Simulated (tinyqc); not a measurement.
MOS structure on a p-type body, non-linear Poisson equation by Newton steps: effect of the acceptor density deep in the body on threshold, swing and body effect.

One dimension, insulator interface at x = 0, acceptor density Na, uniform, net doping C = -(acceptor density). psi is counted from the intrinsic level: n = ni exp((psi - Vb)/Vt), p = ni exp(-psi/Vt); deep in the body psi_b = -Vt ln(Na/ni). The gate acts through Cox = eps0 eox/tox and has the potential psi_G = Vg - (phiM - chi - Vt ln(Nc/ni)). Boltzmann statistics, full ionisation, classical densities, no oxide or interface charge.

ni = sqrt(Nc Nv) exp(-Eg/(2 Vt)), Eg in volts. The Poisson equation d/dx(eps0 eps_r dpsi/dx) = -q (p - n + C), with eps0 eps_r dpsi/dx = -Cox (psi_G - psi_0) at x = 0, is solved on a mesh of about 600 nodes or more. N_inv is the integral of n less its value deep in the body. VT is the Vg at which N_inv = 2e11 cm^-2. m = 1/(dpsi_0/dVg) at N_inv = 1e8 cm^-2; the swing is the Vg between N_inv = 1e8 and 1e9 cm^-2; body coefficient [VT(Vb + 0.05 V) - VT(Vb)]/0.05 V - 1.

Inputs (values chosen for the exercise); band and dielectric values those of a made-up semiconductor: temperature T = 300 K; band gap Eg = 1.08 eV; relative permittivity eps_r = 14; conduction-band density of states at T Nc = 2.76e19 cm^-3; valence-band density of states at T Nv = 2.5e19 cm^-3; electron affinity chi = 4.84 eV; relative permittivity of the gate insulator (close to zirconium oxide) eox = 25.2; insulator thickness tox = 36 nm; gate work function phiM = 5.48 eV; electron quasi-Fermi potential against the body Vb = 0 V.

Constants: q = 1.602176634e-19 C, kB = 1.380649e-23 J/K, Vt = kB T/q, eps0 = 8.8541878128e-14 F/cm where lengths are in cm. Results are converted to the units shown.

Effect of the acceptor density deep in the body on threshold, swing and body effect:
```
Na (cm^-3)	VT (V)	psi_0 - psi_b at VT (V)	m - 1	swing (mV/decade)	body coefficient
1.7e15	0.602	0.708	0.0316	63.4	0.0377
2.5e15	0.613	0.721	0.0376	63.6	0.0435
3.7e15	0.626	0.735	0.0448	64.0	0.0504
5.5e15	0.641	0.749	0.0536	64.5	0.0585
8e15	0.659	0.762	0.0635	65.0	0.0676
1.2e16	0.682	0.777	0.0765	65.7	0.0792
1.7e16	0.705	0.790	0.0897	66.5	0.0910
```

Read the table: what changes, and by how much?

As Na goes from 1.7e15 to 1.7e16, VT rises from 0.602 to 0.705 V, the swing rises from 63.4 to 66.5 mV/decade and the body coefficient rises from 0.0377 to 0.0910. The swing stays within 3.2 % of m Vt ln 10, and the body coefficient within 0.0061 of m - 1.

tinyqc, about 0.3 s, one thread, Intel Xeon 2.30GHz (shared host): `OMP_NUM_THREADS=1 python tinyqc.py 2080146 2080147 out.jsonl`
